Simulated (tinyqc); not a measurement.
Undoped symmetric double-gate MOSFET, analytic potential model: one step of the calculation.

An undoped body of thickness ts between two equal insulators and tied gates; long channel, electrons only, n = ni exp((psi - V)/Vt) with V the quasi-Fermi potential (0 at the source, Vd at the drain), constant mobility, no quantisation. Across the body psi(x) = V - 2 Vt ln[(ts/(2 beta)) sqrt(q ni/(2 eps0 eps_r Vt)) cos(2 beta x/ts)], x from the centre. Q is the electron charge per area of the whole body.

Problem. Charges and drain current. beta (between 0 and pi/2) solves (Vg - V0 - V)/(2 Vt) = ln(beta) - ln(cos beta) + 2 r beta tan(beta). Q = 8 eps0 eps_r Vt beta tan(beta)/ts; I = mu (1/L)(4 eps0 eps_r/ts)(2 Vt)^2 [g(beta_s) - g(beta_d)] per width, g = beta tan(beta) - beta^2/2 + r beta^2 tan^2(beta), with beta_s at V = 0 and beta_d at V = Vd.

Values chosen for this exercise; material values those of a made-up semiconductor:
- T = 400 K (temperature)
- eps_r = 12.7 (relative permittivity of the semiconductor)
- ts = 12 nm (body thickness)
- mu = 100 cm^2/(V s) (channel mobility)
- L = 0.5 um (gate length)
- Vd = 1 V (drain voltage)

Constants: q = 1.602176634e-19 C, kB = 1.380649e-23 J/K, Vt = kB T/q, eps0 = 8.8541878128e-14 F/cm where lengths are in cm. Results are converted to the units shown.

beta_s = 0.14696311
beta_d = 7.5304515e-8
r = 0.24494178

Give: Qs; Qd; g(beta_s); g(beta_d); I.

Solution.

Qs = 5.6215 nC/cm^2
Qd = 1.4653e-12 nC/cm^2
g(beta_s) = 0.011072
g(beta_d) = 2.8354e-15
I = 0.039446 uA/um

The term r beta^2 tan^2(beta), which gives the square law, makes up 1.05 % of g at the source.

tinyqc, about 0.03 s, one thread, Intel Xeon 2.30GHz (shared host): `OMP_NUM_THREADS=1 python tinyqc.py 2440111 2440112 out.jsonl`
